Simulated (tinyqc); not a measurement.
Pelgrom slope, floor and doping from two device sizes.

Question. s^2 = A^2/(L W) + s0^2, with s0 independent of size and A = (q/Cox) sqrt(Na Wd/3) from random dopants alone, Cox = 3.9 eps0/ti. Find A, s0 and Na.

Values chosen for this exercise:
- ti = 1.9 nm (oxide-equivalent thickness in inversion)

Constants: q = 1.602176634e-19 C, eps0 = 8.8541878128e-14 F/cm where lengths are in cm. Results are converted to the units shown.

s for gate areas 0.012 and 0.35 um^2 (mV): [10.8931662, 2.33645203]
Wd = 23.6090780 nm

Solution. s^2 is linear in 1/area: slope A^2, intercept s0^2.

A = 1.186 mV um
s0 = 1.200 mV
Na = 2.300e18 cm^-3

Numbers from tinyqc (`OMP_NUM_THREADS=1 python tinyqc.py 2090043 2090044 out.jsonl`; about 0.01 s on one thread of a shared Intel Xeon 2.30GHz).
